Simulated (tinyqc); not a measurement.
# Undoped symmetric double-gate MOSFET, analytic potential model, step by step

Program tinyqc, `OMP_NUM_THREADS=1 python tinyqc.py 2440068 2440069 out.jsonl`; Intel Xeon 2.30GHz, shared host, one thread, about 0.01 s. Printed values are rounded.

An undoped body of thickness ts between two equal insulators and tied gates; long channel, electrons only, n = ni exp((psi - V)/Vt) with V the quasi-Fermi potential (0 at the source, Vd at the drain), constant mobility, no quantisation. Across the body psi(x) = V - 2 Vt ln[(ts/(2 beta)) sqrt(q ni/(2 eps0 eps_r Vt)) cos(2 beta x/ts)], x from the centre. Q is the electron charge per area of the whole body.

Parameters, values chosen for the exercise; material values close to those of silicon:
```
symbol,value,unit,meaning
T,273,K,temperature
Eg,1.12,eV,band gap
eps_r,11.8,,relative permittivity of the semiconductor
Nc,2.4e19,cm^-3,conduction-band density of states at T
Nv,2.3e19,cm^-3,valence-band density of states at T
eox,9.44,,relative permittivity of the gate insulator
tox,5.3,nm,insulator thickness
ts,5,nm,body thickness
dphi,-0.04,V,gate work function less that of the intrinsic body
mu,180,cm^2/(V s),channel mobility
L,0.5,um,gate length
Vg,0.86,V,gate voltage
Vd,0.5,V,drain voltage
```

Constants: q = 1.602176634e-19 C, kB = 1.380649e-23 J/K, Vt = kB T/q, eps0 = 8.8541878128e-14 F/cm where lengths are in cm. Results are converted to the units shown.

Range of the model: In a body this thin, quantum confinement raises the threshold; it is left out. The surface density at the source passes 0.3 Nc, where Boltzmann statistics fail.

## Constants of the body

ni = sqrt(Nc Nv) exp(-Eg/(2 Vt)), Eg in volts; r = eps_r tox/(eox ts); V0 = dphi + 2 Vt ln[(2/ts) sqrt(2 eps0 eps_r Vt/(q ni))].

ni = 1.07885e9 cm^-3
r = 1.325
V0 = 0.483167 V

## Iteration 1: beta at the source by Newton steps in z = ln(tan beta)

z at the start = 2

With V = 0, t = exp(z), beta = arctan(t): f = ln(beta) + (1/2) ln(1 + t^2) + 2 r beta t - (Vg - V0)/(2 Vt); with c = t/(1 + t^2), df/dz = c/beta + t c + 2 r t (c + beta); z(new) = z - f/(df/dz).

beta = 1.43628
f = 22.4858
df/dz = 31.8006
z after iteration 1 = 1.29291

## Iteration 2: beta at the source by Newton steps in z = ln(tan beta)

As before.

beta = 1.30292
f = 6.16444
df/dz = 16.1699
z after iteration 2 = 0.911684

## Course of the iteration: beta at the source by Newton steps in z = ln(tan beta)

Stop when z changes by less than 1e-11, or after 60 iterations.

Course of the iteration:
```
iteration         z  |change|
1           1.29291     0.707
2          0.911684     0.381
3          0.823928    0.0878
4          0.820058   3.87e-3
5          0.820051   7.16e-6
6          0.820051  2.44e-11
7          0.820051         0
```

Converged in 7 iterations. At the end the number of correct digits about doubles with each step.

## Charges and drain current

beta_s = 1.15595
beta_d = 0.0717897

beta (between 0 and pi/2) solves (Vg - V0 - V)/(2 Vt) = ln(beta) - ln(cos beta) + 2 r beta tan(beta). Q = 8 eps0 eps_r Vt beta tan(beta)/ts; I = mu (1/L)(4 eps0 eps_r/ts)(2 Vt)^2 [g(beta_s) - g(beta_d)] per width, g = beta tan(beta) - beta^2/2 + r beta^2 tan^2(beta), with beta_s at V = 0 and beta_d at V = Vd.

Qs = 1032.21 nC/cm^2
Qd = 2.03029 nC/cm^2
g(beta_s) = 11.0847
g(beta_d) = 0.00262107
I = 73.8201 uA/um

The term r beta^2 tan^2(beta), which gives the square law, makes up 82.3 % of g at the source.

## Potential and electron density across the body at the source

x/ts, point 0 to 6: 0  0.1  0.2  0.3  0.4  0.45  0.5

psi(x) as above with V = 0 and beta = beta_s; n = ni exp(psi/Vt).

```
point   psi (V)   n (cm^-3)
0      0.529986  6.55966e18
1      0.531254  6.92315e18
2      0.535205  8.18920e18
3      0.542346  1.10934e19
4      0.553861  1.80987e19
5      0.562045  2.56285e19
6      0.572740  4.03793e19
```

The density at the surface is 6.16 times that at the centre (1/cos^2 beta). It reaches 1.7 Nc, where Boltzmann statistics overestimate it.
